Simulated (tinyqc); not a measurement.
Radius, Mott density and mass from the binding energy.

Inverse problem. A donor has the isolated binding energy E0 = cc Ry, Ry = (m0 q^3/(8 eps0^2 h^2)) me/eps_r^2 in eV, radius a = q/(8 pi eps0 eps_r E0) and Mott density (0.26/a)^3. Find a, the Mott density and me.

Inputs (values chosen for the exercise):

| symbol | value | unit | meaning |
|---|---|---|---|
| eps_r | 9.89 |  | relative permittivity |
| cc | 2 |  | ratio of the true binding energy to the hydrogenic one |

Constants: q = 1.602176634e-19 C, eps0 = 8.8541878128e-12 F/m, h = 6.62607015e-34 J s, m0 = 9.1093837015e-31 kg. Results are converted to the units shown.

E0 = 100.98682 meV

Answer. Each follows directly from E0.

a = 0.7209 nm
Mott density = 4.692e19 cm^-3
me = 0.3630 m0

Numbers from tinyqc (`OMP_NUM_THREADS=1 python tinyqc.py 2330085 2330086 out.jsonl`; about 0.01 s on one thread of a shared Intel Xeon 2.30GHz).
